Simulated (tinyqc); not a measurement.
# One-sided p+-n junction, ionisation integral and breakdown: multiplication against voltage

A p+ layer at x < 0 and an n drift layer from x = 0. Depletion approximation, built-in voltage neglected. Local ionisation coefficients alpha_n = an exp(-(bn/E)^mx), alpha_p = ap exp(-(bp/E)^mx). Electrons move towards +x, holes towards x = 0.

W = sqrt(2 eps0 eps_r V/(q N)), peak field E0 = q N W/(eps0 eps_r), falling linearly to 0 at W. G(x) = integral from 0 to x of (alpha_n - alpha_p); I_n = integral of alpha_n exp(-G) (electrons injected at x = 0), I_p = integral of alpha_p exp(G(end) - G) (holes injected at the far edge); M = 1/(1 - I). Integrals on a fine grid; BV is where I_n = 1. Here BV = 1745.17 V; the Miller exponent is n = ln(1 - 1/M)/ln(V/BV).

Parameters, values chosen for the exercise; material values close to those of 4H silicon carbide:
```
symbol   value   unit                                           meaning
eps_r      9.6                                    relative permittivity
an      1.82e8   1/cm  prefactor of the electron ionisation coefficient
bn      3.45e7   V/cm                      field constant for electrons
ap      3.54e8   1/cm      prefactor of the hole ionisation coefficient
bp      2.42e7   V/cm                          field constant for holes
mx           1                                                 exponent
N       1.1e16  cm^-3                  donor density of the drift layer
```

Constants: q = 1.602176634e-19 C, eps0 = 8.8541878128e-14 F/cm where lengths are in cm. Results are converted to the units shown.

Multiplication against voltage:

| V (V) | E0 (kV/cm) | I_n | I_p | M_n | M_p | Miller n, electrons | Miller n, holes |
|---|---|---|---|---|---|---|---|
| 698 | 1.70e3 | 1.06e-5 | 0.0119 | 1.00 | 1.01 | 12.5 | 4.83 |
| 873 | 1.90e3 | 1.14e-4 | 0.0645 | 1.00 | 1.07 | 13.1 | 3.96 |
| 1050 | 2.09e3 | 7.28e-4 | 0.216 | 1.00 | 1.28 | 14.2 | 3.02 |
| 1220 | 2.25e3 | 0.00333 | 0.477 | 1.00 | 1.91 | 15.9 | 2.07 |
| 1400 | 2.41e3 | 0.0161 | 0.779 | 1.02 | 4.53 | 18.7 | 1.13 |
| 1500 | 2.49e3 | 0.0424 | 0.898 | 1.04 | 9.79 | 20.9 | 0.712 |
| 1610 | 2.58e3 | 0.146 | 0.970 | 1.17 | 33.2 | 23.8 | 0.379 |
| 1680 | 2.64e3 | 0.370 | 0.991 | 1.59 | 110 | 26.1 | 0.241 |
| 1720 | 2.67e3 | 0.670 | 0.997 | 3.03 | 374 | 27.5 | 0.184 |

What does the comparison show?

M_n rises from 1.000 to 3.03 and M_p from 1.012 to 374; both diverge at BV. The Miller exponent for electrons rises from 12.5 to 27.5 and that for holes falls from 4.83 to 0.184, so one exponent describes neither over the whole range. The larger multiplication belongs to holes, whose coefficient at the peak field of the last row is 92.0 times the other.

Numbers from tinyqc (`OMP_NUM_THREADS=1 python tinyqc.py 2120134 2120135 out.jsonl`; about 0.1 s on one thread of a shared Intel Xeon 2.30GHz).
